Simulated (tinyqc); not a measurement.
Front-illuminated p-i-n photodiode, quantum efficiency and bandwidth: one step of the calculation.

Light enters through a p layer (0 to xp), a depleted layer (xp to xp + wi) and a thick n substrate, decaying as exp(-al x); one pass, no back reflection. Carriers made in the depleted layer are all collected; those in the neutral layers diffuse.

Question. Response at one frequency. Drift response for pairs made in the depleted layer, a = al wi, g = 1 - exp(-a), u = 2 pi i f, te = wi/ve, th = wi/vh: electrons He = [g - a (exp(-a) - exp(-u te))/(u te - a)]/(u te g), holes Hh = [g - a (1 - exp(-a - u th))/(a + u th)]/(u th g); C = eps0 eps_r pi (dia/2)^2/wi + Cp; total |He + Hh|/sqrt(1 + (2 pi f RL C)^2), for the current of the depleted layer alone.

Parameters, values chosen for the exercise; values close to those of silicon at this wavelength: absorption coefficient al = 7800 1/cm; relative permittivity eps_r = 11.6; thickness of the depleted layer wi = 0.75 um; electron drift velocity ve = 9.73e6 cm/s; hole drift velocity vh = 7.1e6 cm/s; diameter dia = 25 um; load resistance RL = 50 ohm; parasitic capacitance Cp = 20 fF; modulation frequency f = 33 GHz.

Constants: eps0 = 8.8541878128e-14 F/cm where lengths are in cm. Results are converted to the units shown.

Give: te; th; He; Hh; |He + Hh|; C; total response.

Answer.

te = 7.708 ps
th = 10.56 ps
He = 0.4334-0.2674i
Hh = 0.3090-0.2491i
|He + Hh| = 0.9044
C = 87.22 fF
total response = 0.6708

The drift response alone falls to 1/sqrt(2) at 61.3 GHz and the RC term alone at 36.5 GHz; together they give 30.3 GHz for this part of the current; the diffusion currents, left out, respond on their own time scales.

Computed by the program tinyqc: `OMP_NUM_THREADS=1 python tinyqc.py 2250110 2250111 out.jsonl`, one thread of a shared Intel Xeon 2.30GHz, about 0.01 s for the whole run.
